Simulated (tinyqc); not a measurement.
Mesh size and shift: special k points of the hexagonal lattice.

Lattice vectors in units of a: a1 = (1, 0), a2 = (-1/2, sqrt(3)/2); reciprocal vectors b_i with a_i . b_j = 2 pi delta_ij. Mesh: k = sum_i f_i b_i with f_i = (2 j_i + shift)/(2 N), j_i = 0 .. N-1. The point group of the lattice has 12 operations; only those that map the mesh onto itself are used.

A_m(k) = sum over the m-th star of lattice vectors R of cos(k . R), stars in order of length: m = 1: |R|^2 = 1, 6 vectors, such as (1, 1) in the basis a_i; m = 2: |R|^2 = 3, 6 vectors, such as (2, 1) in the basis a_i; m = 3: |R|^2 = 4, 6 vectors, such as (2, 2) in the basis a_i; m = 4: |R|^2 = 7, 12 vectors, such as (3, 2) in the basis a_i; m = 5: |R|^2 = 9, 6 vectors, such as (3, 3) in the basis a_i; m = 6: |R|^2 = 12, 6 vectors, such as (4, 2) in the basis a_i. The zone mean of every A_m is zero.

Test function, the lower band of a two-band insulator: E(k) = -sqrt(D^2 + (e0 - t A_1(k))^2).
Inputs chosen for the exercise: D = 1.03 eV (half gap term); t = 0.67 eV (coupling); e0 = 1.65 eV (offset).

Errors of the mean of E against the unshifted mesh with N = 96. The fifth column is |R|^2 of the shortest star with a non-zero mean.

Meshes:
```
mesh        points  irreducible  operations  |R|^2 missed  error (meV)
2 Gamma          4            2          12          4.00     -621.753
2 shifted        4            2           4          4.00      277.072
3 Gamma          9            3          12          9.00      -32.675
3 shifted        9            4           4          9.00       -0.435
4 Gamma         16            4          12         16.00       52.366
4 shifted       16            6           4         16.00      -15.080
5 Gamma         25            5          12         25.00       -1.563
5 shifted       25            9           4         25.00       -0.050
6 Gamma         36            7          12         36.00       -8.495
6 shifted       36           12           4         36.00        2.963
8 Gamma         64           10          12           >36        1.782
8 shifted       64           20           4           >36       -0.589
10 Gamma       100           14          12           >36       -0.429
10 shifted     100           30           4           >36        0.142
```

reference mean = -2.39611 eV

What does the comparison show, and why?

The shifted mesh has the smaller error for 7 of 7 values of N and the larger for 0. The cheapest mesh within 1 meV is 3 shifted, with 4 irreducible points, but a larger mesh of the same type misses again, so this is a chance hit. A mesh misses the lattice vectors N (n1 a1 + n2 a2 + ...); the half shift gives each the sign (-1)^(n1 + n2 + ...), so the 6 shortest ones add up to -2 in place of 6. The shift lowers the symmetry; it leaves more irreducible points for N = 3, 4, 5, 6, 8 and 10.

Computed by tinyqc, a small Python program: `OMP_NUM_THREADS=1 python tinyqc.py 1651463 1651464 out.jsonl` (the numbers bound the seed that draws the inputs); one thread of a shared host (Intel(R) Xeon(R) Processor @ 2.30GHz), about 0.08 s for the whole set of steps.
